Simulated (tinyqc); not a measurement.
Q-state Potts model on a small periodic square lattice: enumeration, Metropolis, heat-bath and Wolff steps: one step, computed by the program tinyqc.

E = -J x (number of nearest-neighbour bonds with equal states); n x n sites with periodic edges have 2 n^2 bonds. Order parameter m = (q f - 1)/(q - 1), f being the largest share of one state. Sites are numbered row by row from 0. Here q = 3 and n = 3.

Question. Eight single-site steps. Site = floor(r1 n^2). Trial state = (old + 1 + floor(r2 (q - 1))) mod q; it is accepted if r3 < min(1, exp(K db)), db the change in equal bonds.

Inputs (values chosen for the exercise, for a model of domains or grain orientations): temperature T = 399 K.

Update: Metropolis.

start states:
```
   1  2  3
1  1  0  2
2  1  0  1
3  0  1  2
```

random numbers, one row a step:
```
        1       2       3
1  0.3333  0.6351  0.7856
2  0.8890  0.5569  0.1950
3  0.5605  0.7342  0.2898
4  0.0857  0.5913  0.2490
5  0.8463  0.5919  0.0210
6  0.4613  0.5365  0.1664
7  0.3493  0.3853  0.2526
8  0.8518  0.6188  0.6952
```

K = 1.134276

Give: the table «Steps» with the columns old, trial, db, acceptance, new; states afterwards.

Answer.

Steps:
```
site  old  trial  db  acceptance  new
2       2      1   1      1.0000    1
8       2      1   3      1.0000    1
5       1      0  -2      0.1035    1
0       1      0   0      1.0000    0
7       1      0   2      1.0000    0
4       0      2  -2      0.1035    0
3       1      2  -1      0.3217    2
7       0      2  -3      0.0333    0
```

states afterwards:
```
   1  2  3
1  0  0  1
2  2  0  1
3  0  0  1
```
